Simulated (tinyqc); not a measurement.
# Worked calculation: trench capacitor in an array: capacitance, non-linearity, leakage and relaxation

Program tinyqc, `OMP_NUM_THREADS=1 python tinyqc.py 2102069 2102070 out.jsonl`; Intel Xeon 2.30GHz, shared host, one thread, about 0.01 s. Printed values are rounded.

A film between two metal electrodes, each interface adding a series capacitance ci. The small-signal permittivity is ek (1 + aq E^2); the field is found with the linear permittivity. Leakage J = J0 sinh(E/Ef). After a voltage step the film passes a relaxation current kr C V tt^(-nr), tt being the time in seconds. The sidewall is a coaxial capacitor with radii a = dm/2 - t and b = dm/2, depth AR dm; the end face is left out.

Inputs (values chosen for the exercise); permittivity of the order of that of strontium titanate:
- ek = 143 (relative permittivity of the film)
- t = 26 nm (film thickness)
- ci = 1000 uF/cm^2 (capacitance of each electrode interface (dead layer and screening))
- aq = -0.025 cm^2/MV^2 (quadratic field coefficient of the permittivity)
- V = 2.4 V (bias)
- J0 = 3.6e-10 A/cm^2 (leakage prefactor)
- Ef = 0.26 MV/cm (field for an e-fold rise of the leakage)
- dm = 150 nm (diameter of the hole)
- AR = 20 (aspect ratio, depth over diameter)
- pt = 220 nm (pitch of the square array)
- rho = 180 uohm cm (resistivity of the inner electrode)

Constants: eps0 = 8.8541878128e-14 F/cm where lengths are in cm. Results are converted to the units shown.

## Planar capacitance, field and non-linearity

Planar film: Cf = eps0 ek/t, 1/C = 1/Cf + 2/ci, EOT = 3.9 eps0/C, effective permittivity C t/eps0, E = (V/t) C/Cf; quadratic coefficient [C(V)/C - 1]/V^2 with Cf (1 + aq E^2) in C(V).

Cf = 4.86980 uF/cm^2
C = 4.82283 uF/cm^2
EOT = 0.715997 nm
effective permittivity = 141.621
E = 0.914173 MV/cm
quadratic coefficient = -3592.96 ppm/V^2
J = 6.05188e-9 A/cm^2

The interfaces take 0.965 % of the voltage.

## Cell capacitance, fields and time constant

Per length 1/c = ln(b/a)/(2 pi eps0 ek) + (1/a + 1/b)/(2 pi ci); cell capacitance c AR dm; per footprint over pt^2; fields c V/(2 pi eps0 ek r) at r = a and b; resistance of the inner electrode rho AR dm/(pi a^2); time constant R C/3 of the distributed line.

a = 49 nm
b = 75 nm
cell capacitance = 55.5109 fF
capacitance per footprint = 114.692 uF/cm^2
field at a = 1.13922 MV/cm
field at b = 0.744290 MV/cm
R = 0.715899 kohm
R C/3 = 13.2467 ps

The array gives 23.8 times the planar capacitance per footprint; curvature makes the field at the inner electrode 1.25 times the planar value.
